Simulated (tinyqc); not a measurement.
Stacked nanosheet transistor, parasitic resistance, capacitance and delay: one step of the calculation.

Ns sheets share one contact on top; each has perimeter p = 2 (Ws + ts) and cross-section A = Ws ts; contact width Wc = Ws + 10 nm, stack height Hs = Ns pv. Sheet 1 is the top one. Contact length Lc = CPP - Lg - 2 Lsp, shared by two neighbouring gates. Source and drain sides are equal. The formulas are first-order estimates, not field solutions.

Problem. Sheet currents at Vgs = Vdd, Vds = Vdd/2. One sheet: I = p Q vx u/(1 + |u|^1.8)^(1/1.8), Q = Cinv n Vt ln(1 + exp((Vg' - VT + dl Vd')/(n Vt))), u = Vd' mu/(vx Lg), Vg' = Vgs - v, Vd' = Vds - 2 v, with the drop on each side v_j = Rc sum I + rv (sum over levels k = 2..j of the current of sheets k..Ns) + Rx I_j. I(new) = I(out).

Values chosen for this exercise; values close to those of silicon logic devices: temperature T = 300 K; sheet width Ws = 50 nm; sheet thickness ts = 7 nm; vertical resistance between sheet levels rv = 36 ohm; gate length Lg = 16 nm; inversion capacitance Cinv = 2.5 uF/cm^2; injection velocity vx = 1.1e7 cm/s; apparent mobility mu = 120 cm^2/(V s); threshold at zero drain voltage VT = 0.29 V; barrier lowering dl = 0.054 V/V; subthreshold factor n = 1.24; supply voltage Vdd = 0.8 V.

Constants: q = 1.602176634e-19 C, kB = 1.380649e-23 J/K, Vt = kB T/q. Results are converted to the units shown.

I after iteration 1 (uA): sheet 1 153.14958, sheet 2 153.14958, sheet 3 153.14958
Rc = 125.49978 ohm
Rx = 112.85714 ohm

Find: drop v; I(out); I after iteration 2.

Solution.

drop v (mV): sheet 1 74.94, sheet 2 85.97, sheet 3 91.48
I(out) (uA): sheet 1 117.5, sheet 2 111.2, sheet 3 107.9
I after iteration 2 (uA): sheet 1 117.5, sheet 2 111.2, sheet 3 107.9

Program tinyqc, `OMP_NUM_THREADS=1 python tinyqc.py 2170042 2170043 out.jsonl`; Intel Xeon 2.30GHz, shared host, one thread, about 0.05 s.
